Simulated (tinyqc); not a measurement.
Inside a calculation. Method: plane-wave Kohn-Sham cycle with exchange-only LDA in a layered model solid. Computed by tinyqc, a small Python program that keeps every step. Settings: points = 16, plane-wave index or count = 2, electrons = 4, k points = 2, area = 32.0, mixing = 0.5, iteration cap = 60, Pulay depth = 5. Command: `OMP_NUM_THREADS=1 python tinyqc.py 23266 23267 out.jsonl` (the two numbers bound the seeds that draw the settings). One thread of a shared host (Intel(R) Xeon(R) Processor @ 2.60GHz), about 0.01 s of CPU time with the checks. Later iterations appear only in the table of the cycle.

## Iteration 1: potential

A solid whose potential varies along x alone (atomic units):
```
parameter                      value
period a                   16.200000
cross-section of the cell  32.000000
electrons per cell                 4
grid points                       16
plane waves -n..n, n               2
k points                           2
V1 in V1 cos(2 pi x/a)     -0.500000
V2 in V2 cos(4 pi x/a)     -0.150000
```

density at the start, on the grid x_j = j a/N (e/bohr^3): 0.0077160  0.0077160  0.0077160  0.0077160  0.0077160  0.0077160  0.0077160  0.0077160  0.0077160  0.0077160  0.0077160  0.0077160  0.0077160  0.0077160  0.0077160  0.0077160

V_H(G) = 4 pi rho(G)/G^2 for G != 0 (uniform background); v_x = -(3 rho/pi)^(1/3); V = V_ext + V_H + v_x; Fourier components f(G_m) = (1/N) sum_j f(x_j) exp(-i G_m x_j).

Potentials on the grid (hartree):
```
x            V_ext      V_H       v_x         V
0.00000   -0.65000  0.00000  -0.19459  -0.84459
1.01250   -0.56801  0.00000  -0.19459  -0.76260
2.02500   -0.35355  0.00000  -0.19459  -0.54814
3.03750   -0.08528  0.00000  -0.19459  -0.27987
4.05000    0.15000  0.00000  -0.19459  -0.04459
5.06250    0.29741  0.00000  -0.19459   0.10282
6.07500    0.35355  0.00000  -0.19459   0.15896
7.08750    0.35587  0.00000  -0.19459   0.16128
8.10000    0.35000  0.00000  -0.19459   0.15541
9.11250    0.35587  0.00000  -0.19459   0.16128
10.12500   0.35355  0.00000  -0.19459   0.15896
11.13750   0.29741  0.00000  -0.19459   0.10282
12.15000   0.15000  0.00000  -0.19459  -0.04459
13.16250  -0.08528  0.00000  -0.19459  -0.27987
14.17500  -0.35355  0.00000  -0.19459  -0.54814
15.18750  -0.56801  0.00000  -0.19459  -0.76260
```

V(G_m), m = 0, 1, 2, ... (hartree): -0.19459  -0.25000  -0.07500  0.00000  0.00000

## Iteration 1: Hamiltonian at one k

k = 0.25000 2 pi / a

H(m,m') = (k + G_m)^2/2 delta + V(G_m - G_m'), with V(-G) = V(G).

H (hartree), lower triangle:
```
          -2        -1        +0        +1       +2
-2   0.03575
-1  -0.25000  -0.15228
+0  -0.07500  -0.25000  -0.18989
+1   0.00000  -0.07500  -0.25000  -0.07707
+2   0.00000   0.00000  -0.07500  -0.25000  0.18618
```

## Iteration 1: levels at that k

Diagonalise the Hermitian matrix.

eigenvalues (hartree): -0.63353  -0.22740  0.08410  0.23136  0.34816

## Iteration 1: new density

Motion across x is left out: the lowest 2 band(s) hold two electrons at each of the k points (j + 1/2)/nk - 1/2. Residual R = rho(out) - rho(in); rho(new) = rho(in) + 0.5 R. rho(out) = 2/(a A nk) sum |psi|^2 with psi = sum c exp(i G x). Harris energy E = band energy - dV sum rho (V_H/2 + v_x) + (3/4) dV sum rho v_x with rho(in), dV = a A/N, band energy = (2/nk) sum of the filled levels.

rho(out) (e/bohr^3): 0.0167502  0.0176182  0.0172671  0.0122461  0.0051301  0.0008732  0.0000662  0.0001267  0.0000514  0.0001267  0.0000662  0.0008732  0.0051301  0.0122461  0.0172671  0.0176182

density after iteration 1 (e/bohr^3): 0.0122331  0.0126671  0.0124916  0.0099811  0.0064231  0.0042946  0.0038911  0.0039214  0.0038837  0.0039214  0.0038911  0.0042946  0.0064231  0.0099811  0.0124916  0.0126671

energy per cell = -1.5272608 hartree

## Iteration 2: potential

As before.

Potentials on the grid (hartree):
```
x            V_ext       V_H       v_x         V
0.00000   -0.65000   0.43413  -0.22690  -0.44277
1.01250   -0.56801   0.40446  -0.22955  -0.39309
2.02500   -0.35355   0.31165  -0.22849  -0.27039
3.03750   -0.08528   0.16004  -0.21202  -0.13726
4.05000    0.15000  -0.01956  -0.18305  -0.05261
5.06250    0.29741  -0.18419  -0.16007  -0.04684
6.07500    0.35355  -0.30669  -0.15489  -0.10802
7.08750    0.35587  -0.38031  -0.15529  -0.17973
8.10000    0.35000  -0.40494  -0.15479  -0.20973
9.11250    0.35587  -0.38031  -0.15529  -0.17973
10.12500   0.35355  -0.30669  -0.15489  -0.10802
11.13750   0.29741  -0.18419  -0.16007  -0.04684
12.15000   0.15000  -0.01956  -0.18305  -0.05261
13.16250  -0.08528   0.16004  -0.21202  -0.13726
14.17500  -0.35355   0.31165  -0.22849  -0.27039
15.18750  -0.56801   0.40446  -0.22955  -0.39309
```

V(G_m), m = 0, 1, 2, ... (hartree): -0.18927  -0.05788  -0.06856  0.00002  -0.00006

## Iteration 2: Hamiltonian at one k

k = 0.25000 2 pi / a

As before.

H (hartree), lower triangle:
```
          -2        -1        +0        +1       +2
-2   0.04107
-1  -0.05788  -0.14697
+0  -0.06856  -0.05788  -0.18457
+1   0.00002  -0.06856  -0.05788  -0.07175
+2  -0.00006   0.00002  -0.06856  -0.05788  0.19150
```

## Iteration 2: levels at that k

As before.

eigenvalues (hartree): -0.29693  -0.11337  -0.04750  0.07390  0.21317

## Iteration 2: new density

B (overlaps of the stored error matrices):
```
                1               2
1   8.9921777e-04  -2.5940142e-04
2  -2.5940142e-04   2.7755938e-04
```

Motion across x is left out: the lowest 2 band(s) hold two electrons at each of the k points (j + 1/2)/nk - 1/2. Residual R = rho(out) - rho(in); rho(new) = rho(in) + 0.5 R; Pulay mixing then takes sum c_i of the stored mixed densities, with c from B_ij = sum R_i R_j as in DIIS. rho(out) = 2/(a A nk) sum |psi|^2 with psi = sum c exp(i G x). Harris energy E = band energy - dV sum rho (V_H/2 + v_x) + (3/4) dV sum rho v_x with rho(in), dV = a A/N, band energy = (2/nk) sum of the filled levels.

rho(out) (e/bohr^3): 0.0154775  0.0131605  0.0081466  0.0040522  0.0027634  0.0040018  0.0067566  0.0096497  0.0109177  0.0096497  0.0067566  0.0040018  0.0027634  0.0040522  0.0081466  0.0131605

DIIS coefficients: 0.31668  0.68332

density after iteration 2 (e/bohr^3): 0.0133416  0.0128357  0.0110071  0.0079554  0.0051727  0.0041946  0.0048701  0.0058785  0.0062870  0.0058785  0.0048701  0.0041946  0.0051727  0.0079554  0.0110071  0.0128357

energy per cell = -0.9035775 hartree

## Convergence

Stop when sqrt(dV sum R^2) is below 1e-8, dV = a A/N.

Course of the cycle:
```
iteration  E (hartree)  norm of the residual
1           -1.5272608              1.71e-01
2           -0.9035775              9.48e-02
3           -0.9206585              8.10e-02
4           -0.9128072              8.55e-02
5           -0.8792822              2.49e-02
6           -0.8773277              1.05e-02
7           -0.8773730              1.15e-02
8           -0.8783460              2.00e-02
9           -0.8772531              6.25e-03
10          -0.8771345              2.02e-04
11          -0.8771344              3.99e-05
12          -0.8771344              4.70e-06
13          -0.8771344              4.94e-08
14          -0.8771344              3.48e-12
```

Converged in 14 iterations. Before convergence this energy mixes input and output and is not variational, so it may rise towards its limit.
